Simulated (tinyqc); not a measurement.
Trap in a gate oxide as a short-range spherical well, step by step. Values are carried at full precision from step to step, so a last printed digit may differ when a step is redone from the rounded ones.

A spherical well of radius R and depth V0 below the conduction edge, one mass m, c = hbar^2/2m0. The s level at binding Et solves k cot(k R) = -kappa with k = sqrt(m (V0 - Et)/c), kappa = sqrt(m Et/c); it exists for V0 > Vc = c (pi/2R)^2/m. Outside, psi falls as exp(-kappa r)/r.

Constants: hbar^2/2m0 = 3.80998211 eV angstrom^2; fine-structure constant alpha = 0.007297352564; hc = 1239.841984 eV nm; kB = 8.617333262e-05 eV/K.

Inputs chosen for the exercise (near those of Al2O3 on GaAs; the results hold for these values, not for the real material):
```
symbol  value  unit       meaning
R       2.4    angstrom   radius of the well
V0      9.45   eV         depth of the well
m       0.303  m0         mass
n_r     1.71              refractive index
dEc     1.97   eV         conduction offset to the channel
Fox     1.5    MV/cm      oxide field, lowering levels away from the channel
t0      17     x 1e-11 s  time constant at the interface
T       300    K          temperature
EF      -0.1   eV         Fermi level above the channel edge
x       13     angstrom   depth of the trap
```

## The bound level

Solve for Et; the share outside is [sin^2(kR)/(2 kappa)]/[sin^2(kR)/(2 kappa) + R/2 - sin(2kR)/(4k)].

Et = 1.2321 eV
k = 0.8084 1/angstrom
kappa = 0.3130 1/angstrom
share outside = 0.497
Vc = 5.386 eV

The well is 1.75 times the critical depth. Since dEt/dV0 equals the share inside, 0.50, a 1 % change of V0 moves Et by 3.9 %. The decay length is 3.2 angstrom, 1.3 times R.

## Peak of the photo-ionisation cross-section

Lucovsky model (delta well, plane-wave final states, no local-field factor): sigma = (32 pi alpha c/(3 n_r m Et)) (x - 1)^(3/2)/x^3, x = h nu/Et, c = hbar^2/2m0; 1 angstrom^2 = 1e-16 cm^2.

The maximum lies at x = 2. Give the photon energy, its wavelength and sigma there.

h nu = 2.464 eV
wavelength = 503 nm
sigma = 18.2 x 1e-18 cm^2

With 50 % of the state outside the well the delta-well form is only a rough model of this centre.

## Level, tunnelling time and occupation

Energies from the conduction edge of the channel. The trap level at depth x is E_T = dEc - Et - e Fox x (1 MV/cm = 0.01 eV/angstrom). An electron at the channel edge tunnels with the WKB exponent S = (4/3) sqrt(m/c) [dEc^(3/2) - (dEc - e Fox x)^(3/2)]/(e Fox), c = hbar^2/2m0; tau = t0 exp(S); the occupation is f = 1/(1 + exp((E_T - EF)/kB T)), tau_c = tau/f and tau_e = tau/(1 - f). Lattice relaxation is left out; a level below the channel edge needs phonons as well, so tau is then a lower bound, while a level above it can also empty elastically at its own energy, through a thinner barrier, faster than this tau.

Give E_T, S, tau and ln(tau_c/tau_e) = (E_T - EF)/kB T.

E_T = 0.543 eV
S = 10.032
tau = 3.87e-06 s
ln(tau_c/tau_e) = 24.9

The level lies 25 kB T above EF, so the trap is mostly empty. A flat barrier would give S = 2 sqrt(m dEc/c) x = 10.29.

## Checks

- Et from the radial equation on a grid against the matching condition, eV: both 1.23.

Program tinyqc; command `OMP_NUM_THREADS=1 python tinyqc.py 1282115 1282116 out.jsonl`; about 0.01 s on one thread of a shared Intel(R) Xeon(R) Processor @ 2.30GHz.
